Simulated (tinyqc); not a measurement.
Capacitances against the distance to each plane.

Endless row of lines of width wl, height tl and space sl between grounded planes at distance hd; e2 fills the gaps beside the lines, e1 the rest. Laplace's equation is solved on meshes of 3, 6 and 12 steps per unit u and extrapolated (Aitken), which is good to about 0.2 %. C_even (all lines at 1 V) is the capacitance Cg to the planes; C_odd (neighbours in antiphase) = Cg + 4 Cc if only nearest neighbours couple, which defines Cc; total with quiet neighbours Cg + 2 Cc. Plate values 2 eps0 e1 wl/hd and eps0 e2 tl/sl.

Parameters, values chosen for the exercise: relative permittivity above and below the lines e1 = 3.9; relative permittivity between the lines e2 = 3.9; line width, in units u wl = 6 u; line height tl = 12 u; space between lines sl = 6 u.

Constants: eps0 = 8.8541878128e-12 F/m. Results are converted to the units shown.

The same in every row: plate Cc (aF/um) = 69.1.

Result of one run:

| hd (u) | Cg (aF/um) | Cc (aF/um) | Cg + 2 Cc (aF/um) | C_odd (aF/um) | plate Cg (aF/um) | share of coupling, 2 Cc/(Cg + 2 Cc) (%) |
|---|---|---|---|---|---|---|
| 8 | 97.5 | 82.0 | 261 | 425 | 51.8 | 62.7 |

What becomes of these results when the distance to each plane hd is changed from 8 to 6 u, all else the same?

Result of the changed run:

| hd (u) | Cg (aF/um) | Cc (aF/um) | Cg + 2 Cc (aF/um) | C_odd (aF/um) | plate Cg (aF/um) | share of coupling, 2 Cc/(Cg + 2 Cc) (%) |
|---|---|---|---|---|---|---|
| 6 | 127 | 76.5 | 280 | 433 | 69.1 | 54.5 |

The whole series:

| hd (u) | Cg (aF/um) | Cc (aF/um) | Cg + 2 Cc (aF/um) | C_odd (aF/um) | plate Cg (aF/um) | share of coupling, 2 Cc/(Cg + 2 Cc) (%) |
|---|---|---|---|---|---|---|
| 2 | 336 | 57.1 | 451 | 565 | 207 | 25.3 |
| 3 | 238 | 63.5 | 365 | 492 | 138 | 34.8 |
| 4 | 184 | 68.7 | 322 | 459 | 104 | 42.7 |
| 5 | 151 | 72.9 | 297 | 442 | 82.9 | 49.2 |
| 6 | 127 | 76.5 | 280 | 433 | 69.1 | 54.5 |
| 8 | 97.5 | 82.0 | 261 | 425 | 51.8 | 62.7 |
| 10 | 78.9 | 85.9 | 251 | 423 | 41.4 | 68.5 |

As hd goes from 2 to 10, Cg falls from 336 to 78.9 aF/um, Cc rises from 57.1 to 85.9 aF/um and the share of coupling rises from 25.3 to 68.5 %. Cg is 1.62 times its plate value in the first row and 1.90 times in the last; for Cc the ratios are 0.826 and 1.24. Neighbours in antiphase raise the load by a factor of 1.25 and 1.69 over quiet ones. For hd = 10 the planes are farther than 0.8 of the pitch, so second neighbours couple too and Cg + 2 Cc understates the quiet load by a per cent or more.

Computed by the program tinyqc: `OMP_NUM_THREADS=1 python tinyqc.py 2790170 2790171 out.jsonl`, one thread of a shared Intel Xeon 2.30GHz, about 1 s for the whole run.
